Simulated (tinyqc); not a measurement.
# Polarisation charge from two barrier thicknesses

Inverse problem. VT = phiB - dEc - q sigma d/(eps0 eps_r). Find sigma, phiB - dEc and the thickness at which VT = 0.

Parameters, values chosen for the exercise:
```
symbol,value,unit,meaning
eps_r,9.6,,relative permittivity of barrier and channel
```

Constants: q = 1.602176634e-19 C, eps0 = 8.8541878128e-14 F/cm where lengths are in cm. Results are converted to the units shown.

VT for d = 15 and 25 nm (V): -2.0150041  -3.9145402

Solution. VT is linear in d.

sigma = 1.01e13 cm^-2
phiB - dEc = 0.834 V
thickness for VT = 0 = 4.39 nm

tinyqc, about 0.02 s, one thread, Intel Xeon 2.30GHz (shared host): `OMP_NUM_THREADS=1 python tinyqc.py 2570031 2570032 out.jsonl`
